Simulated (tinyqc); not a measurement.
Avalanche multiplication and breakdown of a junction from ionisation integrals: one step, computed by the program tinyqc. Command: `OMP_NUM_THREADS=1 python tinyqc.py 3023804 3023805 out.jsonl impact walk`. One thread of a shared host (Intel(R) Xeon(R) Processor @ 2.30GHz), about 0.02 s of CPU time with the checks.

Ionisation coefficients follow the local field. Position x runs through the depletion layer from the p side (x = 0), where electrons enter, to the n side (x = w), where holes enter. The built-in voltage is neglected.

Problem. On-resistance of the drift layer. R_on = w/(e mu N) with w the width at breakdown; figure of merit V_B^2/R_on; for a triangular field it equals eps eps_0 mu F_m^3/4.

Inputs (values chosen for the exercise, modelled on GaAs): permittivity eps = 12.9; drift-layer mobility mu = 7800 cm^2/(V s); doping N of the lightly doped side = 6.1e+14 1/cm^3.

Junction: punch-through p+ n- n+.

width at breakdown = 9.3 micrometre

breakdown voltage = 220.5375 V

critical field F_m = 0.2769253 MV/cm

Constants: e = 1.602176634e-19 C; eps_0 = 8.8541878128e-12 F/m.

Give: specific on-resistance; V_B^2/R_on; eps eps_0 mu F_m^3/4.

Solution.

specific on-resistance = 1.2200 milliohm cm^2

V_B^2/R_on = 39.867 MW/cm^2

eps eps_0 mu F_m^3/4 = 47.300 MW/cm^2

The punch-through design reaches 0.843 times the triangular value at the same peak field; at fixed F_m the best ratio is 32/27 = 1.185.
